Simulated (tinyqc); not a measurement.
# Thermal and gravitational stress in a wafer during furnace and rapid thermal processing, and the onset of slip, step by step

A worked calculation. Computed by tinyqc, a small Python program that keeps every step. Command: `OMP_NUM_THREADS=1 python tinyqc.py 3018223 3018224 out.jsonl slip walk`. One thread of a shared host (Intel(R) Xeon(R) Processor @ 2.30GHz), about 0.01 s of CPU time with the checks. Intermediate numbers are printed to about 6 digits and carried at full precision; extremes and crossings named in words are read from the listed rows.

A thin free disc in plane stress, isotropic; T(r) = T_centre + dT (r/R)^n. Stress is positive in tension; sigma_SB = 5.670374419e-8 W/(m^2 K^4), g = 9.80665 m/s^2.

Inputs (values chosen for the exercise, modelled on silicon):
```
quantity,value,unit
wafer radius R,75,mm
thickness t,675,micrometre
Young's modulus E,144,GPa
Poisson ratio nu,0.24,-
expansion alpha,4.33,1e-6/K
edge less centre temperature dT,-26,K
exponent n of the profile,16,-
temperature T,1050,K
prefactor A of the critical stress,0.00031,MPa
energy U of the critical stress,0.983,eV
density rho,2330,kg/m^3
heat capacity c,933,J/(kg K)
conductivity k,27.7,W/(m K)
wafer spacing s,14,mm
ramp rate,2.7,K/min
radius of the support ring over R,0.56,-
```

Temperature profile: edge zone, power law.

Constants: k_B = 8.617333262e-05 eV/K.

## Thermal stress

With x = r/R: s_rr = alpha E dT (1 - x^n)/(n + 2), s_tt = alpha E dT [1 - (n + 1) x^n]/(n + 2).

Temperature and stresses at r/R = 0, 0.3, 0.5, 0.7, 0.8, 0.9, 0.95, 1:
```
r/R,T - T_centre (K),s_rr (MPa),s_tt (MPa)
0.00,0.0000,-0.900640,-0.9006
0.30,0.0000,-0.900640,-0.9006
0.50,-0.0004,-0.900626,-0.9004
0.70,-0.0864,-0.897647,-0.8498
0.80,-0.7318,-0.875289,-0.4697
0.90,-4.8179,-0.733750,1.9365
0.95,-11.4433,-0.504244,5.8381
1.00,-26.0000,0.000000,14.4102
```

hoop stress at the edge = 14.41024 MPa

r/R where s_tt = 0 = 0.837716

The cold edge is stretched; the edge stress is n times that at the centre in size.

## Resolved stress round the edge

At the edge the stress is uniaxial along the tangent d = (cos phi, sin phi, 0) of a (001) wafer; the Schmid factor is the largest |(d.n)(d.b)| over the twelve {111}<110> systems.

Schmid factor and resolved stress at phi = 0, 7.5, 15, 22.5, 30, 37.5 and 45 degrees from [100]:
```
phi from [100] (degrees),Schmid factor,resolved stress (MPa)
0.0,0.408248,5.88296
7.5,0.454124,6.54404
15.0,0.482963,6.95961
22.5,0.492799,7.10136
30.0,0.482963,6.95961
37.5,0.454124,6.54404
45.0,0.408248,5.88296
```

The factor is 1/sqrt(6) = 0.408 along <100> and <110> and peaks at 0.4928 at 22.5 degrees, so slip, if any, starts at eight places between these directions.

## Slip criterion

Critical resolved stress tau_c = A exp(U/(k_B T)), a form chosen for the exercise; slip when 0.492799 |s_tt(R)| > tau_c; allowed |dT| = tau_c (n + 2)/(0.492799 n alpha E).

critical stress tau_c = 16.2015 MPa

resolved over critical stress = 0.438316

allowed |dT| = 59.3179 K

No slip; the margin is a factor 2.3.

## Ramp rate in a batch furnace

In a stack heated from the rim, heat flows inward by conduction and by radiation between wafers: k_eff = k + (16/3) sigma_SB T^3 s^2/t (a diffusion estimate with the spacing as path length). A steady ramp gives the parabolic lag dT = rho c (ramp) R^2/(4 k_eff); the allowed ramp uses n = 2.

k_eff = 129.355 W/(m K)

lag of the centre = 1.06348 K

allowed ramp rate = 267.731 K/min

Radiation carries 79 % of the inward flow. The ramp is 0.01 of the allowed one.

## Gravity

Own weight q = rho g t on a ring of radius b R, x = r/R: moments of an edge-supported plate, M_r = q R^2 (3 + nu)(1 - x^2)/16 and M_t = q R^2 [(3 + nu) - (1 + 3 nu) x^2]/16, less the uniform moment inside the ring load, q R^2 [(1 - nu)(1 - b^2) - 2 (1 + nu) ln b]/8; stress at the lower face = 6 M/t^2.

stress at the centre = -0.0485000 MPa

radial stress at the ring = -0.121052 MPa

hoop stress at the ring = -0.0870151 MPa

The largest of these is 0.0037 tau_c when halved for shear. Point supports give far higher local stress than a ring.

## Position of the support ring

The formulas are those given above.

Stress at the lower face (MPa):
```
b,centre,radial at ring,hoop at ring,largest in size
0.40,-0.184338,-0.221355,-0.203989,0.221355
0.50,-0.095540,-0.153378,-0.126244,0.153378
0.60,-0.019029,-0.102315,-0.063243,0.102315
0.65,0.016103,-0.081643,-0.035787,0.081643
0.70,0.049676,-0.063686,-0.010504,0.063686
0.75,0.081979,-0.048156,0.012895,0.081979
0.80,0.113248,-0.034816,0.034646,0.113248
0.90,0.173414,-0.013980,0.073933,0.173414
1.00,0.231351,0.000000,0.108535,0.231351
```

Among these rows the largest stress is least, 0.064 MPa, for a ring at 0.7 R, 3.6 times below edge support: the overhang balances the sag of the centre. All values scale as R^2/t.

## Limits against temperature

The formulas are those given above.

For the parabolic profile:
```
T (K),tau_c (MPa),allowed |dT| (K),k_eff (W/(m K)),allowed ramp (K/min)
1050,16.2015,105.454,129.355,267.731
1125,7.8525,51.111,152.732,153.214
1200,4.1666,27.120,179.442,95.514
1275,2.3819,15.504,209.709,63.813
1350,1.4490,9.431,243.755,45.121
1425,0.9288,6.046,281.802,33.437
1500,0.6224,4.051,324.072,25.769
```

From 1050 to 1500 K the allowed difference falls 26 times and the allowed ramp 10 times; radiation, which grows as T^3, gives back a factor 2.51. Ramps must slow as the wafer gets hotter.

Checks made by the program: force balance: the hoop stress integrates to zero (added to the edge stress) (relative difference below 1e-10).
